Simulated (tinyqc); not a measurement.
Current of a Schottky diode by thermionic-emission-diffusion theory, and its read-back from I-V-T and C-V data: one step, computed by the program tinyqc. Command: `OMP_NUM_THREADS=1 python tinyqc.py 3013254 3013255 out.jsonl schottky walk`. One thread of a shared host (Intel(R) Xeon(R) Processor @ 2.30GHz), about 0.01 s of CPU time with the checks.

Full ionisation, no tunnelling, no recombination current. V is the voltage across the junction itself, forward positive.

Task: Barrier at the given bias. N_c(T) = N_c (T/300 K)^(3/2); V_bi = phi_0 - (k_B T/e) ln(N_c(T)/N); surface field F = sqrt(2 e N (V_bi - V - k_B T/e)/(eps eps_0)); image lowering d_phi = sqrt(e F/(4 pi eps eps_0)); effective barrier phi = phi_0 - d_phi - sigma^2 (1 - rho V)/(2 k_B T).

Inputs (values chosen for the exercise, modelled on n-type amorphous oxide):

| quantity | value | unit |
|---|---|---|
| Richardson constant A* | 39.2 | A/(cm^2 K^2) |
| effective density of states at 300 K, N_c | 5.2e+18 | 1/cm^3 |
| permittivity eps | 10 | - |
| mobility mu | 11 | cm^2/(V s) |
| barrier without image force phi_0 (mean) | 0.735 | eV |
| doping N | 3.2e+15 | 1/cm^3 |
| junction voltage V | 0.34 | V |
| temperature T | 250 | K |
| standard deviation sigma | 110 | meV |
| relative change of sigma^2 with bias, rho | 0.72 | 1/V |

Barrier: Gaussian spread of heights.

Constants: k_B = 8.617333262e-05 eV/K; e = 1.602176634e-19 C; eps_0 = 8.8541878128e-12 F/m.

Give: built-in voltage V_bi; surface field F; image lowering; effective barrier phi.

Result:

built-in voltage V_bi = 0.5816 V

surface field F = 15.96 kV/cm

image lowering = 15.16 meV

effective barrier phi = 0.5078 eV

Caution: the current comes from the far low tail of the Gaussian, where pinch-off of small patches makes the formula unreliable.
